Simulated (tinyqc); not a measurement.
Thermoelectric coefficients of one resonant level, Landauer integrals: two steps of the calculation.

Transmission X(x) = (g/2)^2/[(x - y)^2 + (g/2)^2] with x = (E - EF)/kB T, two spin channels. I_k = int X x^k w dx over all x, w = 1/(4 cosh^2(x/2)).

Parameters, values chosen for the exercise:
- T = 4 K (temperature)
- g = 1.1 (full width of the level over kB T)
- y = 3 (level position (E0 - EF)/kB T)
- kp = 0.12 (phonon heat conductance in units of pi^2 kB^2 T/(3 h))

Constants: q = 1.602176634e-19 C, kB = 1.380649e-23 J/K, h = 6.62607015e-34 J s. Results are converted to the units shown.

Question 1. Coefficients. G = (2 q^2/h) I_0, S = -(kB/q) I_1/I_0, L/L0 = [I_2/I_0 - (I_1/I_0)^2]/(pi^2/3), K_e = (2 kB^2 T/h)(I_2 - I_1^2/I_0), ZT = G S^2 T/(K_e + K_ph), K_ph = kp pi^2 kB^2 T/(3 h).

converged I_0, I_1, I_2: 0.097093098  0.19461331  0.56697130

Find: G; S; L/L0; K_e; ZT; ZT without phonons.

Answer 1.

G = 7.523 uS
S = -172.7 uV/K
L/L0 = 0.5538
K_e = 0.4071 pW/K
ZT = 1.042
ZT without phonons = 2.205

The level lies above EF, so S is negative (electron-like). A level of zero width would give -(kB/q) y = -259 uV/K; S is 33 % below that in size.

Question 2. Two limits for S. Narrow level: S = -(kB/q) y. Mott formula: S = -(pi^2/3)(kB/q) d ln X/dx at x = 0 = -(pi^2/3)(kB/q) 2 y/[y^2 + (g/2)^2].

Give: narrow-level S; Mott S.

Answer 2.

narrow-level S = -258.52 uV/K
Mott S = -182.85 uV/K

The integrals give -173 uV/K; the Mott value is 5.9 % above that in size.

tinyqc, about 0.03 s, one thread, Intel Xeon 2.30GHz (shared host): `OMP_NUM_THREADS=1 python tinyqc.py 2800003 2800004 out.jsonl`
